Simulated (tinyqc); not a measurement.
UHF in the sto-6g basis, for BeH2, spin multiplicity 1, step by step (part 1 of 3). Computed by tinyqc, a small Python program that keeps every step (integrals from PySCF). Settings: charge = 0, multiplicity = 1, basis = sto-6g, energy threshold = 1e-09, iteration cap = 77, orthogonalisation = canonical, start = Wolfsberg-Helmholz matrix, DIIS depth = 4, method = UHF, break = 0.4. Command: `OMP_NUM_THREADS=1 python tinyqc.py 21471 21472 out.jsonl` (the two numbers bound the seeds that draw the settings). One thread of a shared host (Intel(R) Xeon(R) Processor @ 2.60GHz), about 0.2 s of CPU time with the checks. Later iterations appear only in the table of the cycle.

## One-electron integrals

Geometry (angstrom):

| atom | x | y | z |
|---|---|---|---|
| Be | 0.000000 | 0.000000 | 0.000000 |
| H | 0.000000 | 1.407000 | 0.033000 |
| H | 0.000000 | -1.507000 | 0.035000 |

Basis sto-6g: exponents (1/bohr^2) and contraction coefficients of normalised primitives:

| element | l (shell) | exponent | coefficient |
|---|---|---|---|
| Be | s (1) | 312.870494 | 0.009164 |
| Be | s (1) | 57.364463 | 0.049361 |
| Be | s (1) | 16.048509 | 0.168538 |
| Be | s (1) | 5.513096 | 0.370563 |
| Be | s (1) | 2.140897 | 0.416492 |
| Be | s (1) | 0.881739 | 0.130334 |
| Be | s (2) | 13.633247 | -0.013253 |
| Be | s (2) | 2.698375 | -0.046992 |
| Be | s (2) | 0.838653 | -0.033785 |
| Be | s (2) | 0.322660 | 0.250242 |
| Be | s (2) | 0.140131 | 0.595117 |
| Be | s (2) | 0.064233 | 0.240706 |
| Be | p (3) | 13.633247 | 0.003760 |
| Be | p (3) | 2.698375 | 0.037679 |
| Be | p (3) | 0.838653 | 0.173897 |
| Be | p (3) | 0.322660 | 0.418036 |
| Be | p (3) | 0.140131 | 0.425860 |
| Be | p (3) | 0.064233 | 0.101708 |
| H | s (1) | 35.523221 | 0.009164 |
| H | s (1) | 6.513144 | 0.049361 |
| H | s (1) | 1.822143 | 0.168538 |
| H | s (1) | 0.625955 | 0.370563 |
| H | s (1) | 0.243077 | 0.416492 |
| H | s (1) | 0.100112 | 0.130334 |

Overlap, kinetic and nuclear-attraction integrals over the contracted functions; the nuclear repulsion is the sum of Za Zb / Rab.

nuclear repulsion = 3.08980322 hartree

overlap S:
```
           1Be 1s    1Be 2s   1Be 2px    1Be 2py   1Be 2pz     2H 1s      3H 1s
1Be 1s   1.000000  0.254764  0.000000   0.000000  0.000000  0.062092   0.049692
1Be 2s   0.254764  1.000000  0.000000   0.000000  0.000000  0.433825   0.395143
1Be 2px  0.000000  0.000000  1.000000   0.000000  0.000000  0.000000   0.000000
1Be 2py  0.000000  0.000000  0.000000   1.000000  0.000000  0.505326  -0.473884
1Be 2pz  0.000000  0.000000  0.000000   0.000000  1.000000  0.011852   0.011006
2H 1s    0.062092  0.433825  0.000000   0.505326  0.011852  1.000000   0.025313
3H 1s    0.049692  0.395143  0.000000  -0.473884  0.011006  0.025313   1.000000
```

kinetic energy T (hartree):
```
            1Be 1s     1Be 2s   1Be 2px    1Be 2py   1Be 2pz      2H 1s      3H 1s
1Be 1s    6.768753  -0.207382  0.000000   0.000000  0.000000  -0.013931  -0.013111
1Be 2s   -0.207382   0.220121  0.000000   0.000000  0.000000   0.059115   0.045945
1Be 2px   0.000000   0.000000  0.661265   0.000000  0.000000   0.000000   0.000000
1Be 2py   0.000000   0.000000  0.000000   0.661265  0.000000   0.171524  -0.142220
1Be 2pz   0.000000   0.000000  0.000000   0.000000  0.661265   0.004023   0.003303
2H 1s    -0.013931   0.059115  0.000000   0.171524  0.004023   0.768522  -0.006363
3H 1s    -0.013111   0.045945  0.000000  -0.142220  0.003303  -0.006363   0.768522
```

nuclear attraction V (hartree):
```
             1Be 1s     1Be 2s    1Be 2px    1Be 2py    1Be 2pz      2H 1s      3H 1s
1Be 1s   -15.441842  -1.835955   0.000000  -0.002200  -0.000751  -0.489586  -0.389131
1Be 2s    -1.835955  -2.992627   0.000000  -0.011424  -0.006278  -1.245996  -1.099460
1Be 2px    0.000000   0.000000  -2.923900   0.000000   0.000000   0.000000   0.000000
1Be 2py   -0.002200  -0.011424   0.000000  -3.129691  -0.000277  -1.424991   1.290780
1Be 2pz   -0.000751  -0.006278   0.000000  -0.000277  -2.924012  -0.034074  -0.030569
2H 1s     -0.489586  -1.245996   0.000000  -1.424991  -0.034074  -2.916321  -0.080752
3H 1s     -0.389131  -1.099460   0.000000   1.290780  -0.030569  -0.080752  -2.819922
```

core Hamiltonian H = T + V (hartree):
```
            1Be 1s     1Be 2s    1Be 2px    1Be 2py    1Be 2pz      2H 1s      3H 1s
1Be 1s   -8.673090  -2.043337   0.000000  -0.002200  -0.000751  -0.503517  -0.402242
1Be 2s   -2.043337  -2.772506   0.000000  -0.011424  -0.006278  -1.186881  -1.053515
1Be 2px   0.000000   0.000000  -2.262635   0.000000   0.000000   0.000000   0.000000
1Be 2py  -0.002200  -0.011424   0.000000  -2.468426  -0.000277  -1.253468   1.148560
1Be 2pz  -0.000751  -0.006278   0.000000  -0.000277  -2.262747  -0.030051  -0.027266
2H 1s    -0.503517  -1.186881   0.000000  -1.253468  -0.030051  -2.147799  -0.087115
3H 1s    -0.402242  -1.053515   0.000000   1.148560  -0.027266  -0.087115  -2.051400
```

## Two-electron integrals

Functions are numbered as in S; the eight-fold symmetry (ij|kl) = (ji|kl) = (kl|ij) leaves the list below.

Two-electron integrals (ij|kl) in chemists' order, unique and non-zero (hartree):
```
(11|11) 2.299996    (21|11) 0.361879    (21|21) 0.071926    (22|11) 0.570332
(22|21) 0.139654    (22|22) 0.417773    (31|31) 0.015252    (32|31) 0.022555
(32|32) 0.092340    (33|11) 0.570332    (33|21) 0.139654    (33|22) 0.417773
(33|33) 0.450117    (41|41) 0.015252    (42|41) 0.022555    (42|42) 0.092340
(43|43) 0.024258    (44|11) 0.570332    (44|21) 0.139654    (44|22) 0.417773
(44|33) 0.401601    (44|44) 0.450117    (51|51) 0.015252    (52|51) 0.022555
(52|52) 0.092340    (53|53) 0.024258    (54|54) 0.024258    (55|11) 0.570332
(55|21) 0.139654    (55|22) 0.417773    (55|33) 0.401601    (55|44) 0.401601
(55|55) 0.450117    (61|11) 0.090836    (61|21) 0.017522    (61|22) 0.033844
(61|33) 0.033565    (61|41) 0.001731    (61|42) 0.003343    (61|44) 0.034401
(61|51) 0.000041    (61|52) 0.000078    (61|54) 0.000020    (61|55) 0.033566
(61|61) 0.004514    (62|11) 0.207396    (62|21) 0.051526    (62|22) 0.166530
(62|33) 0.160378    (62|41) 0.007201    (62|42) 0.041537    (62|44) 0.178823
(62|51) 0.000169    (62|52) 0.000974    (62|54) 0.000433    (62|55) 0.160388
(62|61) 0.013848    (62|62) 0.096995    (63|31) 0.005104    (63|32) 0.022891
(63|43) 0.007308    (63|53) 0.000171    (63|63) 0.009183    (64|11) 0.219457
(64|21) 0.055240    (64|22) 0.186667    (64|33) 0.175709    (64|41) 0.011687
(64|42) 0.064858    (64|44) 0.208572    (64|51) 0.000154    (64|52) 0.000984
(64|54) 0.000599    (64|55) 0.175719    (64|61) 0.015612    (64|62) 0.123948
(64|64) 0.163967    (65|11) 0.005147    (65|21) 0.001296    (65|22) 0.004378
(65|33) 0.004121    (65|41) 0.000154    (65|42) 0.000984    (65|44) 0.004549
(65|51) 0.005107    (65|52) 0.022915    (65|54) 0.007318    (65|55) 0.004464
(65|61) 0.000366    (65|62) 0.002907    (65|64) 0.003630    (65|65) 0.009269
(66|11) 0.373357    (66|21) 0.094679    (66|22) 0.340787    (66|33) 0.316152
(66|41) 0.015947    (66|42) 0.116794    (66|44) 0.390016    (66|51) 0.000374
(66|52) 0.002739    (66|54) 0.001732    (66|55) 0.316193    (66|61) 0.026397
(66|62) 0.249789    (66|64) 0.339424    (66|65) 0.007961    (66|66) 0.774999
(71|11) 0.072352    (71|21) 0.013974    (71|22) 0.027055    (71|33) 0.026832
(71|41) -0.001384   (71|42) -0.002696   (71|44) 0.027502    (71|51) 0.000032
(71|52) 0.000063    (71|54) -0.000016   (71|55) 0.026832    (71|61) 0.003259
(71|62) 0.009170    (71|64) 0.009426    (71|65) 0.000244    (71|66) 0.016579
(71|71) 0.002872    (72|11) 0.181439    (72|21) 0.045178    (72|22) 0.148033
(72|33) 0.142364    (72|41) -0.006286   (72|42) -0.037628   (72|44) 0.159361
(72|51) 0.000146    (72|52) 0.000874    (72|54) -0.000395   (72|55) 0.142373
(72|61) 0.010067    (72|62) 0.045675    (72|64) 0.046397    (72|65) 0.001349
(72|66) 0.087217    (72|71) 0.009727    (72|72) 0.079499    (73|31) 0.004253
(73|32) 0.019608    (73|43) -0.006446   (73|53) 0.000150    (73|63) 0.003314
(73|73) 0.007083    (74|11) -0.197753   (74|21) -0.049845   (74|22) -0.170560
(74|33) -0.160546   (74|41) 0.010133    (74|42) 0.058559    (74|44) -0.190578
(74|51) -0.000137   (74|52) -0.000905   (74|54) 0.000548    (74|55) -0.160556
(74|61) -0.010700   (74|62) -0.048172   (74|64) -0.047049   (74|65) -0.001400
(74|66) -0.090564   (74|71) -0.011239   (74|72) -0.104041   (74|74) 0.140253
(75|11) 0.004593    (75|21) 0.001158    (75|22) 0.003961    (75|33) 0.003729
(75|41) -0.000137   (75|42) -0.000905   (75|44) 0.004127    (75|51) 0.004257
(75|52) 0.019629    (75|54) -0.006455   (75|55) 0.004028    (75|61) 0.000272
(75|62) 0.001365    (75|64) 0.001368    (75|65) 0.003354    (75|66) 0.002666
(75|71) 0.000261    (75|72) 0.002416    (75|74) -0.003093   (75|75) 0.007155
(76|11) 0.014629    (76|21) 0.003541    (76|22) 0.010562    (76|33) 0.010356
(76|41) -0.000013   (76|42) -0.000097   (76|44) 0.010974    (76|51) 0.000022
(76|52) 0.000106    (76|54) -1.43e-06   (76|55) 0.010357    (76|61) 0.000862
(76|62) 0.004366    (76|64) 0.005004    (76|65) 0.000142    (76|66) 0.009412
(76|71) 0.000693    (76|72) 0.004000    (76|74) -0.004750   (76|75) 0.000131
(76|76) 0.000274    (77|11) 0.349418    (77|21) 0.088738    (77|22) 0.325129
(77|33) 0.301823    (77|41) -0.014205   (77|42) -0.110248   (77|44) 0.371705
(77|51) 0.000330    (77|52) 0.002560    (77|54) -0.001623   (77|55) 0.301860
(77|61) 0.019540    (77|62) 0.094292    (77|64) 0.094493    (77|65) 0.002842
(77|66) 0.181577    (77|71) 0.019721    (77|72) 0.223981    (77|74) -0.310648
(77|75) 0.007215    (77|76) 0.009412    (77|77) 0.774999
```

## Orthogonalisation

S = U s U^T; canonical form X = U s^(-1/2), so that X^T S X = 1. Each column of U has its largest component positive (the first on a tie).

eigenvalues of S: 0.289748  0.402171  0.945917  1.000000  1.000763  1.655231  1.706170

X:
```
                 1          2          3         4          5          6          7
1Be 1s   -0.057049  -0.348137   0.936209  0.000000  -0.107849   0.180538   0.180583
1Be 2s    0.283964   1.119645  -0.074916  0.000000  -0.014830   0.368606   0.376650
1Be 2px   0.000000   0.000000   0.000000  1.000000   0.000000   0.000000   0.000000
1Be 2py   1.272296  -0.232210  -0.009565  0.000000   0.001037  -0.399947   0.378503
1Be 2pz   0.006981   0.026843   0.119577  0.000000   0.992563   0.008321   0.008507
2H 1s    -1.099939  -0.543634  -0.273660  0.000000   0.032116  -0.026879   0.517838
3H 1s     0.733985  -0.872650  -0.292909  0.000000   0.034246   0.524339  -0.011840
```

## Starting guess

The start is the generalised Wolfsberg-Helmholz matrix (K = 1.75) built on H, with HOMO and LUMO mixed by +/-0.4 rad for the two spins; D(s) = C_occ C_occ^T for each spin.

D(alpha) at the start:
```
            1Be 1s     1Be 2s   1Be 2px    1Be 2py    1Be 2pz      2H 1s      3H 1s
1Be 1s    1.013837  -0.053987  0.000000  -0.003269  -0.083846  -0.090406  -0.083518
1Be 2s   -0.053987   0.296147  0.000000  -0.002613   0.213521   0.194640   0.187159
1Be 2px   0.000000   0.000000  0.000000   0.000000   0.000000   0.000000   0.000000
1Be 2py  -0.003269  -0.002613  0.000000   0.379852  -0.052756   0.210592  -0.197081
1Be 2pz  -0.083846   0.213521  0.000000  -0.052756   0.162816   0.114289   0.163437
2H 1s    -0.090406   0.194640  0.000000   0.210592   0.114289   0.249378   0.016471
3H 1s    -0.083518   0.187159  0.000000  -0.197081   0.163437   0.016471   0.221456
```

D(beta) at the start:
```
            1Be 1s     1Be 2s   1Be 2px    1Be 2py    1Be 2pz      2H 1s      3H 1s
1Be 1s    1.016505  -0.061601  0.000000  -0.002409   0.080388  -0.092461  -0.086405
1Be 2s   -0.061601   0.317629  0.000000  -0.005323  -0.205310   0.200956   0.196083
1Be 2px   0.000000   0.000000  0.000000   0.000000   0.000000   0.000000   0.000000
1Be 2py  -0.002409  -0.005323  0.000000   0.379858   0.052465   0.210407  -0.197290
1Be 2pz   0.080388  -0.205310  0.000000   0.052465   0.140712  -0.104403  -0.153836
2H 1s    -0.092461   0.200956  0.000000   0.210407  -0.104403   0.250120   0.017424
3H 1s    -0.086405   0.196083  0.000000  -0.197290  -0.153836   0.017424   0.222657
```

## Iteration 1: building the Fock matrix

J_ij = sum D_kl (ij|kl) with D = D(alpha) + D(beta), K_ij = sum D_kl (ik|jl) for each spin; F = H + J - K(s); E = tr D H + tr D J / 2 - 0.5 sum_s tr D(s) K(s) + E_nn.

Coulomb J (hartree):
```
           1Be 1s    1Be 2s   1Be 2px    1Be 2py   1Be 2pz     2H 1s      3H 1s
1Be 1s   6.471536  1.189366  0.000000   0.003689  0.001240  0.296835   0.235812
1Be 2s   1.189366  2.657140  0.000000   0.019788  0.007636  1.108150   0.968357
1Be 2px  0.000000  0.000000  2.591108   0.000000  0.000000  0.000000   0.000000
1Be 2py  0.003689  0.019788  0.000000   2.774400  0.000261  1.269845  -1.133218
1Be 2pz  0.001240  0.007636  0.000000   0.000261  2.605914  0.030743   0.027243
2H 1s    0.296835  1.108150  0.000000   1.269845  0.030743  2.410617   0.069684
3H 1s    0.235812  0.968357  0.000000  -1.133218  0.027243  0.069684   2.257177
```

exchange K(alpha) (hartree):
```
            1Be 1s    1Be 2s   1Be 2px    1Be 2py    1Be 2pz     2H 1s      3H 1s
1Be 1s    2.309029  0.389269  0.000000  -0.000467  -0.005098  0.099245   0.079269
1Be 2s    0.389269  0.411183  0.000000   0.018792   0.146310  0.282905   0.243949
1Be 2px   0.000000  0.000000  0.077830   0.000000   0.000000  0.000000   0.000000
1Be 2py  -0.000467  0.018792  0.000000   0.492344  -0.028421  0.335340  -0.291705
1Be 2pz  -0.005098  0.146310  0.000000  -0.028421   0.149477  0.071148   0.097472
2H 1s     0.099245  0.282905  0.000000   0.335340   0.071148  0.526092   0.004498
3H 1s     0.079269  0.243949  0.000000  -0.291705   0.097472  0.004498   0.458594
```

exchange K(beta) (hartree):
```
            1Be 1s     1Be 2s   1Be 2px    1Be 2py    1Be 2pz      2H 1s      3H 1s
1Be 1s    2.310518   0.387924  0.000000  -0.000391   0.004812   0.098815   0.078727
1Be 2s    0.387924   0.419730  0.000000   0.017143  -0.132108   0.284528   0.246862
1Be 2px   0.000000   0.000000  0.079420   0.000000   0.000000   0.000000   0.000000
1Be 2py  -0.000391   0.017143  0.000000   0.494843   0.029341   0.335750  -0.292607
1Be 2pz   0.004812  -0.132108  0.000000   0.029341   0.137316  -0.055570  -0.083891
2H 1s     0.098815   0.284528  0.000000   0.335750  -0.055570   0.525592   0.004208
3H 1s     0.078727   0.246862  0.000000  -0.292607  -0.083891   0.004208   0.458336
```

F(alpha) (hartree):
```
            1Be 1s     1Be 2s   1Be 2px    1Be 2py    1Be 2pz      2H 1s      3H 1s
1Be 1s   -4.510583  -1.243240  0.000000   0.001957   0.005588  -0.305928  -0.245700
1Be 2s   -1.243240  -0.526549  0.000000  -0.010427  -0.144952  -0.361636  -0.329107
1Be 2px   0.000000   0.000000  0.250644   0.000000   0.000000   0.000000   0.000000
1Be 2py   0.001957  -0.010427  0.000000  -0.186369   0.028405  -0.318963   0.307047
1Be 2pz   0.005588  -0.144952  0.000000   0.028405   0.193690  -0.070456  -0.097495
2H 1s    -0.305928  -0.361636  0.000000  -0.318963  -0.070456  -0.263274  -0.021929
3H 1s    -0.245700  -0.329107  0.000000   0.307047  -0.097495  -0.021929  -0.252817
```

F(beta) (hartree):
```
            1Be 1s     1Be 2s   1Be 2px    1Be 2py    1Be 2pz      2H 1s      3H 1s
1Be 1s   -4.512071  -1.241895  0.000000   0.001881  -0.004323  -0.305498  -0.245157
1Be 2s   -1.241895  -0.535096  0.000000  -0.008779   0.133466  -0.363259  -0.332019
1Be 2px   0.000000   0.000000  0.249054   0.000000   0.000000   0.000000   0.000000
1Be 2py   0.001881  -0.008779  0.000000  -0.188868  -0.029356  -0.319373   0.307949
1Be 2pz  -0.004323   0.133466  0.000000  -0.029356   0.205851   0.056262   0.083868
2H 1s    -0.305498  -0.363259  0.000000  -0.319373   0.056262  -0.262774  -0.021639
3H 1s    -0.245157  -0.332019  0.000000   0.307949   0.083868  -0.021639  -0.252559
```

total energy of this density = -15.59516224 hartree

## Iteration 1: diagonalisation and new density

Diagonalise F' = X^T F X, C = X C', fill 3 alpha and 3 beta electrons from the bottom; D(s) = C_occ C_occ^T. Each column has its largest component positive (the first on a tie).

F' = X^T F X (alpha) (hartree):
```
           1          2          3         4          5          6          7
1   0.791456  -0.040587   0.067236  0.000000  -0.007346  -0.015697   0.047825
2  -0.040587   0.326757   0.548164  0.000000  -0.113405   0.182211   0.167728
3   0.067236   0.548164  -3.546737  0.000000   0.517964  -1.135869  -1.166060
4   0.000000   0.000000   0.000000  0.250644   0.000000   0.000000   0.000000
5  -0.007346  -0.113405   0.517964  0.000000   0.130270   0.032049   0.071387
6  -0.015697   0.182211  -1.135869  0.000000   0.032049  -0.781232  -0.408543
7   0.047825   0.167728  -1.166060  0.000000   0.071387  -0.408543  -0.814086
```

orbital energies (alpha) (hartree): MO1 -4.512872, MO2 -0.421684, MO3 -0.391663, MO4 0.224432, MO5 0.250644, MO6 0.411301, MO7 0.796914

coefficients C (alpha):
```
               MO1        MO2        MO3        MO4       MO5        MO6        MO7
1Be 1s    0.993494  -0.198137  -0.021498   0.002761  0.000000  -0.224705  -0.022960
1Be 2s    0.026182   0.539762   0.046493   0.103686  0.000000   1.130493   0.186691
1Be 2px   0.000000   0.000000   0.000000   0.000000  1.000000   0.000000   0.000000
1Be 2py  -0.000535  -0.036590   0.497858  -0.023109  0.000000  -0.130846   1.307332
1Be 2pz  -0.000424   0.234302  -0.024874   0.953563  0.000000  -0.187984   0.015927
2H 1s    -0.003488   0.362040   0.442363  -0.204871  0.000000  -0.633808  -1.039109
3H 1s    -0.004095   0.431846  -0.390526  -0.300154  0.000000  -0.785981   0.784483
```

F' = X^T F X (beta) (hartree):
```
           1          2          3         4          5          6          7
1   0.790791  -0.039871   0.067081  0.000000  -0.007398  -0.013661   0.047300
2  -0.039871   0.328305   0.560777  0.000000  -0.012459   0.183697   0.169605
3   0.067081   0.560777  -3.576777  0.000000   0.403925  -1.109781  -1.148837
4   0.000000   0.000000   0.000000  0.249054   0.000000   0.000000   0.000000
5  -0.007398  -0.012459   0.403925  0.000000   0.156449   0.246206   0.215128
6  -0.013661   0.183697  -1.109781  0.000000   0.246206  -0.780867  -0.406623
7   0.047300   0.169605  -1.148837  0.000000   0.215128  -0.406623  -0.813167
```

orbital energies (beta) (hartree): MO1 -4.514284, MO2 -0.421568, MO3 -0.392730, MO4 0.219603, MO5 0.249054, MO6 0.417731, MO7 0.795979

coefficients C (beta):
```
               MO1        MO2        MO3        MO4       MO5        MO6        MO7
1Be 1s    0.993599  -0.200252  -0.024990   0.018858  0.000000  -0.221143  -0.023538
1Be 2s    0.025796   0.549037   0.055700  -0.195410  0.000000   1.112940   0.189156
1Be 2px   0.000000   0.000000   0.000000   0.000000  1.000000   0.000000   0.000000
1Be 2py  -0.000544  -0.047215   0.499032   0.026389  0.000000  -0.131794   1.306386
1Be 2pz   0.000374  -0.216768   0.022295   0.934005  0.000000   0.283754  -0.004734
2H 1s    -0.003460   0.353686   0.448247   0.234811  0.000000  -0.622019  -1.040254
3H 1s    -0.004101   0.438478  -0.380352   0.333718  0.000000  -0.773640   0.784510
```

D(alpha) after iteration 1:
```
            1Be 1s     1Be 2s   1Be 2px    1Be 2py    1Be 2pz      2H 1s      3H 1s
1Be 1s    1.026750  -0.081935  0.000000  -0.003985  -0.046310  -0.084709  -0.081237
1Be 2s   -0.081935   0.294190  0.000000   0.003383   0.125299   0.215891   0.214830
1Be 2px   0.000000   0.000000  0.000000   0.000000   0.000000   0.000000   0.000000
1Be 2py  -0.003985   0.003383  0.000000   0.249202  -0.020956   0.206989  -0.210226
1Be 2pz  -0.046310   0.125299  0.000000  -0.020956   0.055516   0.073825   0.110898
2H 1s    -0.084709   0.215891  0.000000   0.206989   0.073825   0.326770  -0.016395
3H 1s    -0.081237   0.214830  0.000000  -0.210226   0.110898  -0.016395   0.339019
```

D(beta) after iteration 1:
```
            1Be 1s     1Be 2s   1Be 2px    1Be 2py    1Be 2pz      2H 1s      3H 1s
1Be 1s    1.027964  -0.085707  0.000000  -0.003557   0.043222  -0.085466  -0.082376
1Be 2s   -0.085707   0.305209  0.000000   0.001859  -0.117762   0.219065   0.219449
1Be 2px   0.000000   0.000000  0.000000   0.000000   0.000000   0.000000   0.000000
1Be 2py  -0.003557   0.001859  0.000000   0.251263   0.021360   0.206992  -0.210509
1Be 2pz   0.043222  -0.117762  0.000000   0.021360   0.047486  -0.066675  -0.103530
2H 1s    -0.085466   0.219065  0.000000   0.206992  -0.066675   0.326031  -0.015394
3H 1s    -0.082376   0.219449  0.000000  -0.210509  -0.103530  -0.015394   0.336948
```
